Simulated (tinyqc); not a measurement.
Ferroelectric switching, Landau-Khalatnikov equation: two steps of the calculation.

One domain: rho dP/dt = E - (2 al P + 4 be P^3), with al = -3 sqrt(3) Ec/(4 Pr), be = 3 sqrt(3) Ec/(8 Pr^3), so that the static loop has remanence Pr and coercive field Ec. With P in uC/cm^2, E in kV/cm, rho in ohm m and t in ns, dP/dt = [E - 2 al P - 4 be P^3]/(100 rho).

Parameters, values chosen for the exercise; remanent polarisation and coercive field close to those of lead zirconate titanate films: remanent polarisation Pr = 30 uC/cm^2; static coercive field Ec = 75 kV/cm; viscosity of the polarisation rho = 0.51 ohm m; field amplitude Em = 170 kV/cm; time step dt = 1.6 ns.

Problem 1. Landau coefficients and time scales. al = -3 sqrt(3) Ec/(4 Pr), be = 3 sqrt(3) Ec/(8 Pr^3). Relaxation time at remanence tau = 100 rho/(-4 al); final state: the largest root Pf of 2 al P + 4 be P^3 = Em; relaxation time there 100 rho/(2 al + 12 be Pf^2).

Wanted: al; be; tau; Pf; relaxation time at Pf.

Solution 1.

al = -3.248 kV cm/uC
be = 0.001804 kV cm^5/uC^3
tau = 3.926 ns
Pf = 38.82 uC/cm^2
relaxation time at Pf = 1.952 ns

Problem 2. One time step. The constant field E = Em acts from t = 0. Explicit Euler: P(new) = P + dt dP/dt(P).

P at t = 0 = -30 uC/cm^2
al = -3.2475953 kV cm/uC
be = 0.0018042196 kV cm^5/uC^3

Find: dP/dt; P after step 1.

Solution 2.

dP/dt = 3.3333 uC/(cm^2 ns)
P after step 1 = -24.667 uC/cm^2

Numbers from tinyqc (`OMP_NUM_THREADS=1 python tinyqc.py 2860009 2860010 out.jsonl`; about 0.1 s on one thread of a shared Intel Xeon 2.30GHz).
